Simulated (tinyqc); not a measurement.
## Quantum-well laser, gain and threshold: effect of the internal loss

One electron and one heavy-hole subband per well, parabolic, with equal sheet densities n of electrons and holes; k-conserving transitions, TE polarisation, no line broadening, so the gain starts as a step at E0 and peaks there. All wells are pumped alike.

Nc = me kB T/(pi hbar^2), Nv = mh kB T/(pi hbar^2), mr = me mh/(me + mh) in m0, g0(E) = q^2 Ep mr/(4 nr eps0 c hbar E Lw) (squared momentum element m0 Ep/4, joint density of states mr/(pi hbar^2 Lw) for both spins). Peak gain g(n) = g0(E0)[1 - exp(-n/Nc) - exp(-n/Nv)]. Mirror loss am = ln(1/(R1 R2))/(2 Lc); threshold gain gth = (ai + am)/(Nw Gw). nth solves g(n) = gth and ntr solves g(n) = 0. Jth = q Nw (A n + B n^2 + C n^3)/eta at n = nth, Ith = Jth Wd Lc; differential efficiency of both facets eta am/(ai + am).

Inputs (values chosen for the exercise); well values close to those of strained InGaAs:

| symbol | value | unit | meaning |
|---|---|---|---|
| T | 273 | K | temperature |
| E0 | 1.21 | eV | lowest transition energy |
| me | 0.0638 | m0 | in-plane electron mass |
| mh | 0.152 | m0 | in-plane hole mass |
| Ep | 25.4 | eV | Kane energy |
| nr | 3.6 |  | refractive index |
| Lw | 4 | nm | well width |
| Nw | 2 |  | number of wells |
| Gw | 0.03 |  | optical confinement per well |
| Lc | 750 | um | cavity length |
| R1 | 0.1 |  | front reflectance |
| R2 | 0.9 |  | back reflectance |
| A | 1.9e7 | 1/s | defect recombination coefficient |
| B | 0.00029 | cm^2/s | radiative coefficient per well |
| C | 1.3e-18 | cm^4/s | Auger coefficient per well |
| eta | 0.82 |  | injection efficiency |
| Wd | 5 | um | stripe width |

Constants: q = 1.602176634e-19 C, kB = 1.380649e-23 J/K, eps0 = 8.8541878128e-12 F/m, hbar = 1.054571817e-34 J s, m0 = 9.1093837015e-31 kg, c = 299792458 m/s. Results are converted to the units shown.

The same in every row: ntr (cm^-2) = 6.518e11.

Effect of the internal loss:
```
ai (1/cm)  gth (1/cm)  nth (cm^-2)  Jth (A/cm^2)  Ith (mA)  differential efficiency
1               284.2     6.710e11         56.16     2.106                   0.7719
2               300.9     6.721e11         56.34     2.113                   0.7292
4               334.2     6.744e11         56.71     2.127                   0.6564
8               400.9     6.790e11         57.45     2.154                   0.5473
12              467.5     6.836e11         58.20     2.182                   0.4692
20              600.9     6.929e11         59.73     2.240                   0.3651
30              767.5     7.047e11         61.69     2.313                   0.2858
40              934.2     7.166e11         63.71     2.389                   0.2348
```

As ai goes from 1 to 40 1/cm, gth rises from 284 to 934 1/cm, Jth rises from 56.2 to 63.7 A/cm^2 and Ith rises from 2.11 to 2.39 mA.

Computed by the program tinyqc: `OMP_NUM_THREADS=1 python tinyqc.py 2840113 2840114 out.jsonl`, one thread of a shared Intel Xeon 2.30GHz, about 0.02 s for the whole run.
